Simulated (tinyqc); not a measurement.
A log to judge: two-sublattice mean-field magnet: ferrimagnet, compensation points and susceptibility. Computed by tinyqc. Command: `OMP_NUM_THREADS=1 python tinyqc.py 3017543 3017544 out.jsonl ferri walk`. One thread of a shared host (Intel(R) Xeon(R) Processor @ 2.30GHz), about 0.01 s of CPU time with the checks.

A random alloy A(1-x)B(x) with H = -sum over pairs J S_i.S_j. a = <S_A> and b = <S_B> are taken along z, a > 0. Exchange fields: h_A = (1 - x) zJ_AA a + x zJ_AB b, h_B = (1 - x) zJ_AB a + x zJ_BB b; a = S_A B_(S_A)(S_A h_A/(k_B T)) and likewise for b, with the Brillouin function B_S(y) = [(2S + 1)/(2S)] coth[(2S + 1) y/(2S)] - [1/(2S)] coth[y/(2S)].

Inputs (values chosen for the exercise, for a model ferrimagnet):

| quantity | value | unit |
|---|---|---|
| spin S_A | 1.5 | - |
| spin S_B | 3.5 | - |
| fraction x of B sites | 0.27 | - |
| z J_AA | 21.2 | meV |
| z J_BB | 1.2 | meV |
| z J_AB | -5.2 | meV |
| T over T_c | 0.991 | - |
| largest number of steps | 40 | - |

Constants: k_B = 8.617333262e-05 eV/K.

Method. Linearised, T (a, b) = M (a, b) with M_ij = S_i (S_i + 1) c_j zJ_ij/(3 k_B), c_A = 1 - x, c_B = x. T_c is the larger eigenvalue, and its eigenvector gives b/a at onset, (T_c - M_AA)/M_AB. Repeat from a = S_A, b = -S_B until a and b change by less than 1e-10.

Iteration:

| step | a | b | largest change |
|---|---|---|---|
| 1 | 1.50000 | -3.50000 | 1.95879e+00 |
| 2 | 1.16513 | -1.54121 | 3.75968e-01 |
| 3 | 0.96986 | -1.16524 | 1.87331e-01 |
| 4 | 0.84967 | -0.97791 | 1.16736e-01 |
| 5 | 0.76661 | -0.86118 | 8.15139e-02 |
| 6 | 0.70495 | -0.77966 | 6.09716e-02 |
| ... | ... | ... | ... |
| 35 | 0.33449 | -0.34835 | 3.56038e-03 |
| 36 | 0.33117 | -0.34479 | 3.39223e-03 |
| 37 | 0.32801 | -0.34139 | 3.23567e-03 |
| 38 | 0.32500 | -0.33816 | 3.08963e-03 |
| 39 | 0.32212 | -0.33507 | 2.95315e-03 |
| 40 | 0.31936 | -0.33212 | 2.82539e-03 |

Can the last value be used, and what does the course show?

No. Not converged within the cap: the change shrinks by only 0.957 a step, since near T_c the map has a slope close to 1. The error left is about 0.065. Reruns converge with largest number of steps = 3000. Reruns still fail with largest number of steps = 80.
